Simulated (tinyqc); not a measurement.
What each parameter does: heterojunction of two tight-binding chains.

Left chain: hopping -t1, sites at 2 t1 (band bottom 0). Right chain: hopping -t2, sites at dE + 2 t2 (bottom dE). t = c/(m a^2), c = hbar^2/2m0. The bond across the interface is -tc with tc = f sqrt(t1 t2), and the last left site has the extra energy U. In a chain E = bottom + 2t (1 - cos(ka)); the surface Green function of a half chain is g = -exp(ika)/t, with Im k > 0 where cos(ka) > 1.

Constants: hbar^2/2m0 = 3.80998211 eV angstrom^2.

Inputs chosen for the exercise (masses and offset of the size met at InGaAs / InAlAs; shifted at random, so the results belong to these values and not to a real crystal): a = 3 angstrom (site spacing); m1 = 0.043 m0 (mass on the left); m2 = 0.074 m0 (mass on the right); dE = 0.49 eV (band offset); f = 1 (factor on the interface hopping); U = 0 eV (extra energy on the last left site); E = 0.567 eV (electron energy).

T = 4 Im(S1) Im(S2) |G|^2 with G = 1/(E - 2 t1 - U - S1 - S2), S1 = -t1 exp(i k1 a), S2 = -(tc^2/t2) exp(i k2 a).

Results for these values:

| case | T | k1 a | k2 a |
|---|---|---|---|
| base | 0.8770 | 0.2406 | 0.1161 |

What happens to each result for m1 = 0.0516 m0, all else kept?

Answer: T falls from 0.8770 to 0.8474; k1 a rises from 0.2406 to 0.2637; k2 a does not change at the printed digits.

The same for each parameter in turn:

| case | T | k1 a | k2 a |
|---|---|---|---|
| base | 0.8770 | 0.2406 | 0.1161 |
| m1 = 0.0516 m0 | 0.8474 | 0.2637 | 0.1161 |
| m2 = 0.0888 m0 | 0.9040 | 0.2406 | 0.1272 |
| dE = 0.44 eV | 0.9443 | 0.2406 | 0.1491 |
| f = 0.9 | 0.6477 | 0.2406 | 0.1161 |
| U = 0.2 eV | 0.8804 | 0.2406 | 0.1161 |
| a = 2.4 angstrom | 0.8777 | 0.1923 | 0.0928 |

(tinyqc, `OMP_NUM_THREADS=1 python tinyqc.py 1481527 1481528 out.jsonl`, Intel(R) Xeon(R) Processor @ 2.30GHz, 1 thread, shared host, about 0.01 s.)
